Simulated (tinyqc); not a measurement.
Potential-pH (Pourbaix) lines of a metal, its cation, its oxide and an oxyanion, with a complexing ligand. Changing the pH. Computed by tinyqc, a small Python program. Command: `OMP_NUM_THREADS=1 python tinyqc.py 3022204 3022205 out.jsonl pourb sweep`. One thread of a shared host (Intel(R) Xeon(R) Processor @ 2.30GHz), about 0.02 s of CPU time with the checks.

Potentials are against the standard hydrogen electrode; solids and water have unit activity; dG_f of M, H+ and the electron is zero; F = e N_A and s = R T ln(10)/F. The cation carries z = 2.

Inputs (values chosen for the exercise, modelled on iron):
```
quantity                                      value      unit
dG_f of the cation                           -79.07    kJ/mol
dG_f of the oxide                            -253.6    kJ/mol
dG_f of the oxyanion                        -303.54    kJ/mol
dG_f of water                               -237.14    kJ/mol
temperature T                                298.15         K
log10 of the dissolved activity a                -6         -
potential E                                    0.61         V
log10 of the stability constant beta of ML      4.8         -
pKa of HL                                        10         -
total ligand c_L                             0.0032     mol/L
limiting current density i_L                 0.0027    A/cm^2
molar volume V_m                               7.09  cm^3/mol
```

Species: M, M2+, MO, MO2(2-).

exchange current densities, metal and cathodic (A/cm^2): 2.3e-06  9e-10

Tafel slopes, anodic and cathodic (mV/decade): 65  130

Constants: R = 8.314462618 J/(mol K); e = 1.602176634e-19 C; N_A = 6.02214076e+23 1/mol.

Method:
- M2+ + 2e = M; MO + 2H+ + 2e = M + H2O; MO2(2-) + 4H+ + 2e = M + 2H2O. For each, E0 = -dG/(z F), and E = E0 + (s/z) log10 a - (s n_H/z) pH, with no activity term for the oxide.
- The metal is stable below the lowest of the three lines; above it, the species of the lowest line is stable. Water lines at 1 bar: hydrogen E = -s pH, oxygen E = -dG_f(water)/(2F) - s pH.
- The free ligand is c_L/(1 + 10^(pKa - pH)) (ligand in excess); dissolved metal is a in all, so the free cation is a/alpha, alpha = 1 + beta [L]; the cation line drops by (s/z) log10 alpha.
- Anodic i = i0a 10^((E - E_a)/b_a) with E_a the cation line with ligand; cathodic i = i0c 10^((E_c - E)/b_c) with E_c the oxygen line; supply caps the cathodic current, 1/i_c = 1/i(Tafel) + 1/i_L. E_corr makes the two currents equal. Without the cap it would be [b_c E_a + b_a E_c + b_a b_c log10(i0c/i0a)]/(b_a + b_c). Rate = i V_m/(z F). Films are left out.

One run for each value; columns: (1) pH; (2) upper limit of immunity (V); (3) cation line with ligand (V); (4) corrosion potential E_corr (V); (5) etch rate (nm/min); (6) log10 alpha:
```
(1)        (2)       (3)       (4)     (5)         (6)
1.0   -0.58723  -0.58723  -0.38770  59.521  8.7687e-08
2.5   -0.58723  -0.58723  -0.38770  59.520  2.7729e-06
4.0   -0.58723  -0.58723  -0.38771  59.517  8.7678e-05
5.5   -0.58723  -0.58731  -0.38779  59.500  2.7640e-03
7.0   -0.58723  -0.58959  -0.39011  59.425  7.9798e-02
8.5   -0.58815  -0.61257  -0.41319  59.215  8.5668e-01
10.0  -0.67689  -0.64664  -0.44749  58.724  2.0084e+00
11.5  -0.76563  -0.65508  -0.45707  56.410  2.2938e+00
13.0  -0.85437  -0.65547  -0.46208  47.885  2.3069e+00
```

What does the table show?

Over the rows, upper limit of immunity (V) falls from -0.587 to -0.854, flat over part of the range; cation line with ligand (V) falls from -0.587 to -0.655; corrosion potential E_corr (V) falls from -0.388 to -0.462.

Caution (all rows): other oxidation states, hydroxides and hydrides are left out, and the lines say nothing of rates. Caution (rows 1.00, 2.50, 4.00, 5.50): E_corr lies below the hydrogen line, so hydrogen evolution, left out here, adds cathodic current. Caution (rows 10.0, 11.5, 13.0): at this pH the oxide, not the cation, is the stable product, and a film would cut the rate.
